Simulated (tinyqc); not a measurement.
Inside a calculation. Method: UHF in the 6-31g basis, for H2, spin multiplicity 1. Computed by tinyqc, a small Python program that keeps every step (integrals from PySCF). Settings: charge = 0, multiplicity = 1, basis = 6-31g, energy threshold = 1e-09, iteration cap = 59, orthogonalisation = canonical, start = core, DIIS depth = 6, method = UHF, break = 0.2. Command: `OMP_NUM_THREADS=1 python tinyqc.py 25648 25649 out.jsonl` (the two numbers bound the seeds that draw the settings). One thread of a shared host (Intel(R) Xeon(R) Processor @ 2.60GHz), about 0.1 s of CPU time with the checks. Later iterations appear only in the table of the cycle.

## One-electron integrals

Geometry (angstrom):
```
atom         x         y         z
H     0.000000  0.000000  0.000000
H     0.000000  0.000000  0.806000
```

Basis 6-31g: exponents (1/bohr^2) and contraction coefficients of normalised primitives:
```
element  l (shell)   exponent  coefficient
H            s (1)  18.731137     0.033495
H            s (1)   2.825394     0.234727
H            s (1)   0.640122     0.813757
H            s (2)   0.161278     1.000000
```

Overlap, kinetic and nuclear-attraction integrals over the contracted functions; the nuclear repulsion is the sum of Za Zb / Rab.

nuclear repulsion = 0.65654741 hartree

overlap S, order 1H 1s, 1H 2s, 2H 1s, 2H 2s:
```
[[1.000000, 0.658292, 0.397871, 0.485263],
 [0.658292, 1.000000, 0.485263, 0.829383],
 [0.397871, 0.485263, 1.000000, 0.658292],
 [0.485263, 0.829383, 0.658292, 1.000000]]
```

kinetic energy T (hartree), order 1H 1s, 1H 2s, 2H 1s, 2H 2s:
```
[[1.395678, 0.259735, 0.165494, 0.152282],
 [0.259735, 0.241917, 0.152282, 0.175618],
 [0.165494, 0.152282, 1.395678, 0.259735],
 [0.152282, 0.175618, 0.259735, 0.241917]]
```

nuclear attraction V (hartree), order 1H 1s, 1H 2s, 2H 1s, 2H 2s:
```
[[-2.303333, -1.153856, -0.876384, -0.881106],
 [-1.153856, -1.152172, -0.881106, -1.000295],
 [-0.876384, -0.881106, -2.303333, -1.153856],
 [-0.881106, -1.000295, -1.153856, -1.152172]]
```

core Hamiltonian H = T + V (hartree), order 1H 1s, 1H 2s, 2H 1s, 2H 2s:
```
[[-0.907655, -0.894121, -0.710890, -0.728824],
 [-0.894121, -0.910256, -0.728824, -0.824676],
 [-0.710890, -0.728824, -0.907655, -0.894121],
 [-0.728824, -0.824676, -0.894121, -0.910256]]
```

## Two-electron integrals

Functions are numbered as in S; the eight-fold symmetry (ij|kl) = (ji|kl) = (kl|ij) leaves the list below.

Two-electron integrals (ij|kl) in chemists' order, unique and non-zero (hartree):
```
(11|11) 1.076566   (21|11) 0.578470   (21|21) 0.329423   (22|11) 0.587396
(22|21) 0.361304   (22|22) 0.453150   (31|11) 0.348049   (31|21) 0.199183
(31|22) 0.219091   (31|31) 0.151410   (32|11) 0.317957   (32|21) 0.194002
(32|22) 0.236657   (32|31) 0.154920   (32|32) 0.177992   (33|11) 0.621756
(33|21) 0.387435   (33|22) 0.484182   (33|31) 0.348049   (33|32) 0.419005
(33|33) 1.076566   (41|11) 0.419005   (41|21) 0.239581   (41|22) 0.264456
(41|31) 0.154920   (41|32) 0.154271   (41|33) 0.317957   (41|41) 0.177992
(42|11) 0.462730   (42|21) 0.286442   (42|22) 0.364439   (42|31) 0.190874
(42|32) 0.216558   (42|33) 0.462730   (42|41) 0.216558   (42|42) 0.311711
(43|11) 0.387435   (43|21) 0.240895   (43|22) 0.304624   (43|31) 0.199183
(43|32) 0.239581   (43|33) 0.578470   (43|41) 0.194002   (43|42) 0.286442
(43|43) 0.329423   (44|11) 0.484182   (44|21) 0.304624   (44|22) 0.402453
(44|31) 0.219091   (44|32) 0.264456   (44|33) 0.587396   (44|41) 0.236657
(44|42) 0.364439   (44|43) 0.361304   (44|44) 0.453150
```

## Orthogonalisation

S = U s U^T; canonical form X = U s^(-1/2), so that X^T S X = 1. Each column of U has its largest component positive (the first on a tie).

eigenvalues of S: [0.109805, 0.449896, 0.662941, 2.777357]

X, order 1H 1s, 1H 2s, 2H 1s, 2H 2s:
```
[[-0.707541, 0.811608, 0.819327, 0.270786],
 [2.013181, -0.672800, 0.287956, 0.326653],
 [0.707541, 0.811608, -0.819327, 0.270786],
 [-2.013181, -0.672800, -0.287956, 0.326653]]
```

## Starting guess

The start is the orbitals of the core Hamiltonian, with HOMO and LUMO mixed by +/-0.2 rad for the two spins; D(s) = C_occ C_occ^T for each spin.

D(alpha) at the start, order 1H 1s, 1H 2s, 2H 1s, 2H 2s:
```
[[0.248258, 0.208151, 0.169378, -0.026976],
 [0.208151, 0.174523, 0.142014, -0.022618],
 [0.169378, 0.142014, 0.115561, -0.018405],
 [-0.026976, -0.022618, -0.018405, 0.002931]]
```

D(beta) at the start, order 1H 1s, 1H 2s, 2H 1s, 2H 2s:
```
[[0.115561, -0.018405, 0.169378, 0.142014],
 [-0.018405, 0.002931, -0.026976, -0.022618],
 [0.169378, -0.026976, 0.248258, 0.208151],
 [0.142014, -0.022618, 0.208151, 0.174523]]
```

## Iteration 1: building the Fock matrix

J_ij = sum D_kl (ij|kl) with D = D(alpha) + D(beta), K_ij = sum D_kl (ik|jl) for each spin; F = H + J - K(s); E = tr D H + tr D J / 2 - 0.5 sum_s tr D(s) K(s) + E_nn.

Coulomb J (hartree), order 1H 1s, 1H 2s, 2H 1s, 2H 2s:
```
[[1.538091, 0.894808, 0.638787, 0.683400],
 [0.894808, 1.025164, 0.683400, 0.884215],
 [0.638787, 0.683400, 1.538091, 0.894808],
 [0.683400, 0.884215, 0.894808, 1.025164]]
```

exchange K(alpha) (hartree), order 1H 1s, 1H 2s, 2H 1s, 2H 2s:
```
[[0.718925, 0.524539, 0.443589, 0.439836],
 [0.524539, 0.425786, 0.375536, 0.367101],
 [0.443589, 0.375536, 0.452556, 0.362857],
 [0.439836, 0.367101, 0.362857, 0.332663]]
```

exchange K(beta) (hartree), order 1H 1s, 1H 2s, 2H 1s, 2H 2s:
```
[[0.452556, 0.362857, 0.443589, 0.375536],
 [0.362857, 0.332663, 0.439836, 0.367101],
 [0.443589, 0.439836, 0.718925, 0.524539],
 [0.375536, 0.367101, 0.524539, 0.425786]]
```

F(alpha) (hartree), order 1H 1s, 1H 2s, 2H 1s, 2H 2s:
```
[[-0.088489, -0.523851, -0.515692, -0.485261],
 [-0.523851, -0.310878, -0.420961, -0.307563],
 [-0.515692, -0.420961, 0.177880, -0.362170],
 [-0.485261, -0.307563, -0.362170, -0.217755]]
```

F(beta) (hartree), order 1H 1s, 1H 2s, 2H 1s, 2H 2s:
```
[[0.177880, -0.362170, -0.515692, -0.420961],
 [-0.362170, -0.217755, -0.485261, -0.307563],
 [-0.515692, -0.485261, -0.088489, -0.523851],
 [-0.420961, -0.307563, -0.523851, -0.310878]]
```

total energy of this density = -1.06093252 hartree

## Iteration 1: diagonalisation and new density

Diagonalise F' = X^T F X, C = X C', fill 1 alpha and 1 beta electrons from the bottom; D(s) = C_occ C_occ^T. Each column has its largest component positive (the first on a tie).

F' = X^T F X (alpha) (hartree):
```
[[0.854073, 0.012406, -0.570377, -0.011063],
 [0.012406, 0.819076, -0.057274, -0.104287],
 [-0.570377, -0.057274, 0.769075, -0.135931],
 [-0.011063, -0.104287, -0.135931, -0.508172]]
```

orbital energies (alpha) (hartree): [-0.535804, 0.253965, 0.825236, 1.390655]

coefficients C (alpha), order 1H 1s, 1H 2s, 2H 1s, 2H 2s:
```
[[0.398102, -0.094980, 0.858867, 0.999392],
 [0.430382, -1.507785, -0.855266, -1.226807],
 [0.267194, 0.120730, 0.710655, -1.145837],
 [0.104744, 1.643382, -0.532822, 1.303688]]
```

F' = X^T F X (beta) (hartree):
```
[[0.854073, -0.012406, -0.570377, 0.011063],
 [-0.012406, 0.819076, 0.057274, -0.104287],
 [-0.570377, 0.057274, 0.769075, 0.135931],
 [0.011063, -0.104287, 0.135931, -0.508172]]
```

orbital energies (beta) (hartree): [-0.535804, 0.253965, 0.825236, 1.390655]

coefficients C (beta), order 1H 1s, 1H 2s, 2H 1s, 2H 2s:
```
[[0.267194, 0.120730, 0.710655, -1.145837],
 [0.104744, 1.643382, -0.532822, 1.303688],
 [0.398102, -0.094980, 0.858867, 0.999392],
 [0.430382, -1.507785, -0.855266, -1.226807]]
```

D(alpha) after iteration 1, order 1H 1s, 1H 2s, 2H 1s, 2H 2s:
```
[[0.158485, 0.171336, 0.106371, 0.041699],
 [0.171336, 0.185229, 0.114996, 0.045080],
 [0.106371, 0.114996, 0.071393, 0.027987],
 [0.041699, 0.045080, 0.027987, 0.010971]]
```

D(beta) after iteration 1, order 1H 1s, 1H 2s, 2H 1s, 2H 2s:
```
[[0.071393, 0.027987, 0.106371, 0.114996],
 [0.027987, 0.010971, 0.041699, 0.045080],
 [0.106371, 0.041699, 0.158485, 0.171336],
 [0.114996, 0.045080, 0.171336, 0.185229]]
```

## Iteration 2: building the Fock matrix

As before.

Coulomb J (hartree), order 1H 1s, 1H 2s, 2H 1s, 2H 2s:
```
[[1.448188, 0.852330, 0.600737, 0.649669],
 [0.852330, 0.995649, 0.649669, 0.857282],
 [0.600737, 0.649669, 1.448188, 0.852330],
 [0.649669, 0.857282, 0.852330, 0.995649]]
```

exchange K(alpha) (hartree), order 1H 1s, 1H 2s, 2H 1s, 2H 2s:
```
[[0.627697, 0.495415, 0.406190, 0.426621],
 [0.495415, 0.440650, 0.374230, 0.392279],
 [0.406190, 0.374230, 0.431529, 0.372554],
 [0.426621, 0.392279, 0.372554, 0.368615]]
```

exchange K(beta) (hartree), order 1H 1s, 1H 2s, 2H 1s, 2H 2s:
```
[[0.431529, 0.372554, 0.406190, 0.374230],
 [0.372554, 0.368615, 0.426621, 0.392279],
 [0.406190, 0.426621, 0.627697, 0.495415],
 [0.374230, 0.392279, 0.495415, 0.440650]]
```

F(alpha) (hartree), order 1H 1s, 1H 2s, 2H 1s, 2H 2s:
```
[[-0.087164, -0.537205, -0.516343, -0.505777],
 [-0.537205, -0.355257, -0.453385, -0.359673],
 [-0.516343, -0.453385, 0.109005, -0.414344],
 [-0.505777, -0.359673, -0.414344, -0.283222]]
```

F(beta) (hartree), order 1H 1s, 1H 2s, 2H 1s, 2H 2s:
```
[[0.109005, -0.414344, -0.516343, -0.453385],
 [-0.414344, -0.283222, -0.505777, -0.359673],
 [-0.516343, -0.505777, -0.087164, -0.537205],
 [-0.453385, -0.359673, -0.537205, -0.355257]]
```

total energy of this density = -1.11207763 hartree

## Iteration 2: DIIS over 2 matrices

error matrix X^T (FDS - SDF) X (alpha):
```
[[0.000000, -0.001105, -0.001206, 0.006790],
 [0.001105, 0.000000, 0.000803, 0.026522],
 [0.001206, -0.000803, 0.000000, 0.033878],
 [-0.006790, -0.026522, -0.033878, 0.000000]]
```

B (overlaps of the stored error matrices):
```
[[1.0418102e-01, 2.2065122e-02],
 [2.2065122e-02, 7.6022708e-03]]
```

Minimise |sum c_i e_i|^2 with sum c_i = 1: solve [B -1; -1 0][c; lambda] = [0; -1] with B_ij = tr e_i^T e_j summed over both spins, and take F = sum c_i F_i.

DIIS coefficients: [-0.213780, 1.213780]

extrapolated F(alpha) (hartree), order 1H 1s, 1H 2s, 2H 1s, 2H 2s:
```
[[-0.086880, -0.540060, -0.516482, -0.510163],
 [-0.540060, -0.364744, -0.460317, -0.370814],
 [-0.516482, -0.460317, 0.094281, -0.425498],
 [-0.510163, -0.370814, -0.425498, -0.297217]]
```

extrapolated F(beta) (hartree), order 1H 1s, 1H 2s, 2H 1s, 2H 2s:
```
[[0.094281, -0.425498, -0.516482, -0.460317],
 [-0.425498, -0.297217, -0.510163, -0.370814],
 [-0.516482, -0.510163, -0.086880, -0.540060],
 [-0.460317, -0.370814, -0.540060, -0.364744]]
```

## Iteration 2: diagonalisation and new density

As before.

F' = X^T F X (alpha) (hartree):
```
[[0.829678, 0.011490, -0.549809, -0.006979],
 [0.011490, 0.803451, -0.031881, -0.077475],
 [-0.549809, -0.031881, 0.707321, -0.095592],
 [-0.006979, -0.077475, -0.095592, -0.567463]]
```

orbital energies (alpha) (hartree): [-0.581112, 0.222435, 0.806691, 1.324972]

coefficients C (alpha), order 1H 1s, 1H 2s, 2H 1s, 2H 2s:
```
[[0.362584, -0.118477, 0.845772, 1.021327],
 [0.393870, -1.514553, -0.787179, -1.275352],
 [0.268454, 0.147405, 0.741298, -1.122775],
 [0.177828, 1.597132, -0.591607, 1.327676]]
```

F' = X^T F X (beta) (hartree):
```
[[0.829678, -0.011490, -0.549809, 0.006979],
 [-0.011490, 0.803451, 0.031881, -0.077475],
 [-0.549809, 0.031881, 0.707321, 0.095592],
 [0.006979, -0.077475, 0.095592, -0.567463]]
```

orbital energies (beta) (hartree): [-0.581112, 0.222435, 0.806691, 1.324972]

coefficients C (beta), order 1H 1s, 1H 2s, 2H 1s, 2H 2s:
```
[[0.268454, 0.147405, 0.741298, -1.122775],
 [0.177828, 1.597132, -0.591607, 1.327676],
 [0.362584, -0.118477, 0.845772, 1.021327],
 [0.393870, -1.514553, -0.787179, -1.275352]]
```

D(alpha) after iteration 2, order 1H 1s, 1H 2s, 2H 1s, 2H 2s:
```
[[0.131467, 0.142811, 0.097337, 0.064478],
 [0.142811, 0.155133, 0.105736, 0.070041],
 [0.097337, 0.105736, 0.072068, 0.047739],
 [0.064478, 0.070041, 0.047739, 0.031623]]
```

D(beta) after iteration 2, order 1H 1s, 1H 2s, 2H 1s, 2H 2s:
```
[[0.072068, 0.047739, 0.097337, 0.105736],
 [0.047739, 0.031623, 0.064478, 0.070041],
 [0.097337, 0.064478, 0.131467, 0.142811],
 [0.105736, 0.070041, 0.142811, 0.155133]]
```

## Iteration 8 (converged): orbitals

converged F(alpha) (hartree), order 1H 1s, 1H 2s, 2H 1s, 2H 2s:
```
[[0.002785, -0.485075, -0.521900, -0.489280],
 [-0.485075, -0.334048, -0.489280, -0.374634],
 [-0.521900, -0.489280, 0.002785, -0.485075],
 [-0.489280, -0.374634, -0.485075, -0.334048]]
```

converged F(beta) (hartree), order 1H 1s, 1H 2s, 2H 1s, 2H 2s:
```
[[0.002785, -0.485075, -0.521900, -0.489280],
 [-0.485075, -0.334048, -0.489280, -0.374634],
 [-0.521900, -0.489280, 0.002785, -0.485075],
 [-0.489280, -0.374634, -0.485075, -0.334048]]
```

As before.

F' = X^T F X (alpha) (hartree):
```
[[0.830358, 0.000000, -0.549114, 0.000000],
 [0.000000, 0.802712, 0.000000, -0.078283],
 [-0.549114, 0.000000, 0.715137, 0.000000],
 [0.000000, -0.078283, 0.000000, -0.572103]]
```

orbital energies (alpha) (hartree): [-0.576546, 0.220620, 0.807155, 1.324875]

coefficients C (alpha), order 1H 1s, 1H 2s, 2H 1s, 2H 2s:
```
[[0.316341, 0.135341, 0.794959, -1.074055],
 [0.288003, 1.561195, -0.690229, 1.303260],
 [0.316341, -0.135341, 0.794959, 1.074055],
 [0.288003, -1.561195, -0.690229, -1.303260]]
```

F' = X^T F X (beta) (hartree):
```
[[0.830358, 0.000000, -0.549114, 0.000000],
 [0.000000, 0.802712, 0.000000, -0.078283],
 [-0.549114, 0.000000, 0.715137, 0.000000],
 [0.000000, -0.078283, 0.000000, -0.572103]]
```

orbital energies (beta) (hartree): [-0.576546, 0.220620, 0.807155, 1.324875]

coefficients C (beta), order 1H 1s, 1H 2s, 2H 1s, 2H 2s:
```
[[0.316341, -0.135341, 0.794959, 1.074055],
 [0.288003, -1.561195, -0.690229, -1.303260],
 [0.316341, 0.135341, 0.794959, -1.074055],
 [0.288003, 1.561195, -0.690229, 1.303260]]
```

D(alpha) after iteration 8, order 1H 1s, 1H 2s, 2H 1s, 2H 2s:
```
[[0.100072, 0.091107, 0.100072, 0.091107],
 [0.091107, 0.082946, 0.091107, 0.082946],
 [0.100072, 0.091107, 0.100072, 0.091107],
 [0.091107, 0.082946, 0.091107, 0.082946]]
```

D(beta) after iteration 8, order 1H 1s, 1H 2s, 2H 1s, 2H 2s:
```
[[0.100072, 0.091107, 0.100072, 0.091107],
 [0.091107, 0.082946, 0.091107, 0.082946],
 [0.100072, 0.091107, 0.100072, 0.091107],
 [0.091107, 0.082946, 0.091107, 0.082946]]
```

## Convergence

Stop when the energy changes by less than 1e-09 hartree and every element of the error matrix X^T (F D S - S D F) X (for each spin) is below 9e-06.

Course of the cycle:
```
iteration  E (hartree)     change  largest element of the error matrix
1          -1.06093252          -                             1.54e-01
2          -1.11207763  -5.11e-02                             3.39e-02
3          -1.11854590  -6.47e-03                             2.44e-02
4          -1.12317214  -4.63e-03                             2.30e-03
5          -1.12319887  -2.67e-05                             3.67e-04
6          -1.12320047  -1.60e-06                             2.63e-05
7          -1.12320047  -6.52e-09                             5.82e-08
8          -1.12320047  -2.93e-14                             4.19e-09
```

PySCF UHF in the same basis, after a stability check = -1.12320047 hartree

Converged in 8 iterations.

## Populations, bond orders and dipole

Mulliken: Z minus the diagonal of D S on the atom; Loewdin: the same with S^(1/2) D S^(1/2); Mayer order: 2 sum_s sum (D(s) S)_ij (D(s) S)_ji over the two atoms.

Charges (e):
```
atom  Mulliken  Loewdin  Mulliken spin
1H           0        0      -4.19e-08
2H           0        0       4.19e-08
```

Mayer bond orders:
```
pair     order
2-1   1.000000
```

dipole moment about the origin, x y z (debye): [0.000000, 0.000000, 0.000000]

<S^2> of the determinant (pure state: 0) = 0.000000
